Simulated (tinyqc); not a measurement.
A clean chain and dephasing by Buettiker voltage probes: two steps of the calculation.

Sites 1 to 6 form a chain with hopping -t. Lead L joins site 1 and lead R site 6, both semi-infinite chains with hopping -t and site energy 0. Every site carries a probe with self-energy -i Gamma_p/2 that draws no net current. Linear response at zero temperature: mu_L = 1, mu_R = 0 in units of the bias.

Inputs (values chosen for the exercise): hopping (matrix element -t) t = 1 eV; site energies 1 to N U = [0, 0, 0, 0, 0, 0] eV; Fermi energy E = 0.68 eV; probe broadening Gamma_p gp = 0.6 eV.

Task 1. Green function. Sigma = t^2 g(E), g(x) = (x - i sqrt(4 t^2 - x^2))/(2 t^2) for |x| < 2 t and (x - sign(x) sqrt(x^2 - 4 t^2))/(2 t^2) otherwise; Gamma = -2 Im Sigma; G = (E - H - Sigma_L - Sigma_R + i Gamma_p/2)^(-1).

Give: Sigma; Gamma; G.

Result 1.

Sigma = 0.34000-0.94043i eV
Gamma = 1.8809 eV

G (1/eV):
```
	1	2	3	4	5	6
1	0.00857-0.48362i	0.39719+0.15380i	-0.23252+0.25988i	-0.16112-0.26076i	0.26385-0.03422i	-0.02857+0.20488i
2	0.39719+0.15380i	0.05573-0.54498i	0.40141+0.20006i	-0.26868+0.28851i	-0.13216-0.31565i	0.26385-0.03422i
3	-0.23252+0.25988i	0.40141+0.20006i	0.01958-0.51634i	0.43037+0.14518i	-0.26868+0.28851i	-0.16112-0.26076i
4	-0.16112-0.26076i	-0.26868+0.28851i	0.43037+0.14518i	0.01958-0.51634i	0.40141+0.20006i	-0.23252+0.25988i
5	0.26385-0.03422i	-0.13216-0.31565i	-0.26868+0.28851i	0.40141+0.20006i	0.05573-0.54498i	0.39719+0.15380i
6	-0.02857+0.20488i	0.26385-0.03422i	-0.16112-0.26076i	-0.23252+0.25988i	0.39719+0.15380i	0.00857-0.48362i
```

Task 2. Current at both leads. In units of (2 q^2/h) times the bias, T_RL + sum_p T_pL (1 - mu_p) leaves L and T_RL + sum_p T_pR mu_p enters R.

T_RL = 0.15137895

```
probe	T_pL	T_pR	mu_p
1	0.26402771	0.04829057	0.72102422
2	0.20473124	0.07988494	0.62204063
3	0.13722766	0.10602996	0.53313655
4	0.10602996	0.13722766	0.46686345
5	0.07988494	0.20473124	0.37795937
6	0.04829057	0.26402771	0.27897578
```

Wanted: current leaving L; current entering R.

Result 2.

current leaving L = 0.5075
current entering R = 0.5075

The two are equal: the probes conserve the current.

Computed by the program tinyqc: `OMP_NUM_THREADS=1 python tinyqc.py 2700131 2700132 out.jsonl`, one thread of a shared Intel Xeon 2.30GHz, about 0.01 s for the whole run.
